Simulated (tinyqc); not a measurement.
Resistance of a source-drain extension with a graded tip: one step of the calculation.

y runs along the channel, the gate covers y > 0. The doping is N0 for y < y0 and N0 10^(-(y - y0)/la) beyond, uniform over the depth xj. Sheet conductance s(y) = q mu(N) max(N - Nch, 0) xj + (for y > 0) ma Cox Vo, with mu(N) = u0 + (u1 - u0)/(1 + (N/Nr)^au) and Cox = eps0 eox/tox. Current is taken as one-dimensional; depletion of the tip, spreading and the contact are left out. The metallurgical junction lies at yj, where N = Nch.

Task. Resistance of the overlapped part. Midpoint rule on 8 equal steps from 0 to yj: R_ov = sum h/s(y), per width.

Inputs (values chosen for the exercise); mobility law close to that of electrons in silicon: relative permittivity of the gate insulator (close to hafnium oxide) eox = 21.9; insulator thickness tox = 4.5 nm; active doping of the extension far from the gate N0 = 5.9e19 cm^-3; lateral abruptness la = 3.4 nm/decade; position under the gate where the fall begins (gate edge at 0) y0 = 2.1 nm; depth of the extension xj = 25 nm; channel doping Nch = 3.6e18 cm^-3; gate overdrive Vo = 0.74 V; mobility of the gate-induced layer ma = 100 cm^2/(V s); mobility at low doping u1 = 1414 cm^2/(V s); mobility at high doping u0 = 68.5 cm^2/(V s); reference doping Nr = 9.2e16 cm^-3; exponent au = 0.711.

Constants: q = 1.602176634e-19 C, eps0 = 8.8541878128e-14 F/cm where lengths are in cm. Results are converted to the units shown.

Give: y; N; doped conductance; sheet resistance; R_ov.

Result.

```
point   y (nm)  N (cm^-3)  doped conductance (uS)  sheet resistance (ohm/square)
0      0.38934  5.9000e19                  1818.5                         467.87
1       1.1680  5.9000e19                  1818.5                         467.87
2       1.9467  5.9000e19                  1818.5                         467.87
3       2.7254  3.8629e19                  1215.2                         651.85
4       3.5041  2.2798e19                  728.12                         955.12
5       4.2828  1.3454e19                  419.46                         1354.4
6       5.0614  7.9403e18                  213.42                         1878.7
7       5.8401  4.6861e18                  63.525                         2615.1
```

R_ov = 6.8982 ohm um

tinyqc, about 0.03 s, one thread, Intel Xeon 2.30GHz (shared host): `OMP_NUM_THREADS=1 python tinyqc.py 2282280 2282281 out.jsonl`
